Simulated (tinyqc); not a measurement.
# A finite superlattice with mass mismatch, transfer matrices: effects of single changes

One electron of energy E comes from the left lead (band edge 0); no transverse momentum. Parabolic bands, masses in units of m0, C = hbar^2/(2 m0); psi and psi'/m are continuous at every interface. N periods of a barrier d1 followed by a well Lw; the right lead equals the left one.

Parameters, values chosen for the exercise; masses and offsets close to those of GaAs wells and AlGaAs barriers: mass in the left lead mL = 0.066 m0; barrier height U1 = 0.25 eV; barrier mass m1 = 0.092 m0; barrier width d1 = 2 nm; well width (edge 0, mass mL) Lw = 8.5 nm; number of periods N = 2; electron energy E = 0.382 eV.

Constants: q = 1.602176634e-19 C, hbar = 1.054571817e-34 J s, m0 = 9.1093837015e-31 kg, hbar^2/(2 m0) = 0.0380998212 eV nm^2. Results are converted to the units shown.

Each table varies one quantity; the others keep the values above.

## Lowest miniband against Lw

For the pair (psi, psi'/m) a flat layer has M = [[cos kd, (m/k) sin kd], [-(k/m) sin kd, cos kd]] with k = sqrt(m (E - U)/C) above its edge U, and M = [[cosh Kd, (m/K) sinh Kd], [(K/m) sinh Kd, cosh Kd]] with K = sqrt(m (U - E)/C) below it. With x(E) = (M11 + M22)/2 of one period, the lowest miniband of the infinite superlattice runs from x = 1 to x = -1, and the mass at its bottom is -2 C (dx/dE)/(d1 + Lw)^2.

Lowest miniband against Lw:
```
Lw (nm)  bottom (eV)  top (eV)  width (meV)  mass at the bottom (m0)
4.2          0.06419    0.1353        71.11                  0.08742
6.1          0.04383   0.08062        36.78                  0.09250
7.9          0.03245   0.05459        22.14                  0.09815
9.7          0.02504   0.03943        14.39                   0.1043
11.5         0.01993   0.02981        9.882                   0.1107
13.4         0.01607   0.02303        6.962                   0.1178
15.2         0.01337   0.01854        5.170                   0.1246
17           0.01130   0.01525        3.945                   0.1316
```

What does the comparison show?

The width falls from 71.1 to 3.95 meV, the bottom falls from 0.0642 to 0.0113 eV, and the mass at the bottom rises from 0.0874 to 0.132 m0 (well mass 0.066).

## Transmission against the number of periods

The matrices are multiplied with later layers to the left. With M acting on (psi, psi'/m) and v = k/m in each lead, T(E) = 4 vL vR/[(vL vR M12 - M21)^2 + (vR M11 + vL M22)^2]. x = (M11 + M22)/2 of one period. For |x| < 1 the energy lies in a miniband and cos(th) = x; for |x| > 1 it lies in a gap and cosh(g) = |x|. M^N = U_(N-1)(x) M - U_(N-2)(x) 1, with U_n = sin((n + 1) th)/sin th in a band and sign(x)^n sinh((n + 1) g)/sinh g in a gap.

Transmission against the number of periods:
```
N     T(E)  1/T(E) - 1
1   0.6820      0.4662
2   0.8366      0.1953
3   0.8640      0.1574
4   0.6719      0.4883
5   0.9969    0.003081
6   0.6948      0.4393
8   0.8913      0.1220
10  0.9879     0.01225
12  0.7844      0.2748
16  0.7280      0.3736
```

Here x = -0.3236. The energy lies in a miniband: 1/T(E) - 1 equals its one-period value times U_(N-1)^2, so T(E) oscillates with N, between 0.672 and 0.997 in these rows, and does not decay.

## Transmission against energy

Same model as above.

The last column is exp(-2 sum K d) over the layers with U > E.

Transmission against energy:
```
E (eV)      T(E)  exp(-2 sum K d)
0.02    0.003124         0.002575
0.059    0.02538         0.004370
0.098    0.03396         0.007854
0.137     0.3048          0.01532
0.176     0.3717          0.03399
0.215     0.1381          0.09771
0.255     0.1453            1.000
0.294     0.2691            1.000
0.333     0.7028            1.000
0.372     0.9412            1.000
0.411     0.5604            1.000
0.45      0.4067            1.000
```

Read the table: what changes, and by how much?

T(E) runs from 0.00312 at 0.02 eV to 0.407 at 0.45 eV; among the rows its largest value is 0.941 at 0.372 eV.

tinyqc, about 0.01 s, one thread, Intel Xeon 2.30GHz (shared host): `OMP_NUM_THREADS=1 python tinyqc.py 2560036 2560037 out.jsonl`
